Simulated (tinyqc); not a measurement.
Layer against dose: implant damage, amorphisation by cascade overlap, and solid-phase epitaxial regrowth. Computed by tinyqc, a small Python program. Command: `OMP_NUM_THREADS=1 python tinyqc.py 3112774 3112775 out.jsonl sper walk`. One thread of a shared host (Intel(R) Xeon(R) Processor @ 2.30GHz), about 0.01 s of CPU time with the checks.

Range and width of the damage are inputs. Dynamic annealing enters only through the surviving share f.

Inputs (values chosen for the exercise, modelled on antimony ions in silicon):
```
quantity                           value    unit
atomic density N                    49.9  1/nm^3
ion Z1                                51       -
ion mass M1                        121.8       u
target Z2                             14       -
target mass M2                     28.09       u
ion energy E                          72     keV
displacement energy E_d               15      eV
depth of the damage peak R_d          32      nm
width of the damage profile s_d       21      nm
share of defects that survive f     0.67       -
critical displaced share x_c        0.12       -
dose Q                           1.9e+14  1/cm^2
```

Constants: a_0 = 0.529177210903 angstrom; e^2/(4 pi eps_0) = 14.39964548 eV angstrom.

Method. Robinson partition: eps = E a M2/(Z1 Z2 (e^2/(4 pi eps_0)) (M1 + M2)), a = 0.8853 a_0/sqrt(Z1^(2/3) + Z2^(2/3)); k = 0.0793 Z1^(2/3) Z2^(1/2) (M1 + M2)^(3/2)/((Z1^(2/3) + Z2^(2/3))^(3/4) M1^(3/2) M2^(1/2)); damage energy T_d = E/(1 + k (eps + 0.40244 eps^(3/4) + 3.4008 eps^(1/6))); displacements nu = 0.8 T_d/(2 E_d). Displaced share x(z) = f nu Q exp(-(z - R_d)^2/(2 s_d^2))/(sqrt(2 pi) s_d N); the layer is amorphous where x > x_c, between R_d -/+ s_d sqrt(2 ln(x_max/x_c)), the upper edge being cut at the surface. Threshold dose Q_c = Q x_c/x_max.

threshold dose Q_c = 3.19186e+13 1/cm^2

displacements per ion nu = 1473.91

Dose series; the last column is f nu Q erfc((z2 - R_d)/(sqrt2 s_d))/2:
```
Q (1/cm^2)   x_max  upper edge (nm)  lower edge (nm)  displaced atoms beyond z2 (1/cm^2)
3.51e+13    0.1320           22.846           41.154                          1.1489e+16
4.79e+13    0.1801           13.078           50.922                          8.6935e+15
7.98e+13    0.3000            3.571           60.429                          6.9274e+15
1.28e+14    0.4812            0.000           66.999                          6.0412e+15
2.23e+14    0.8384            0.000           73.408                          5.3550e+15
3.83e+14    1.4399            0.000           78.815                          4.8782e+15
7.98e+14    3.0001            0.000           85.283                          4.4018e+15
1.60e+15    6.0153            0.000           90.759                          4.0615e+15
```

What follows from these numbers?

A dose 46 times larger moves the lower edge from 41.2 to 90.8 nm, as the root of a logarithm, and the damage beyond it falls by a factor 2.8, since the edge lies on an ever steeper tail. The layer reaches the surface at Q_c exp(R_d^2/(2 s_d^2)) = 1.02e14 per cm^2.
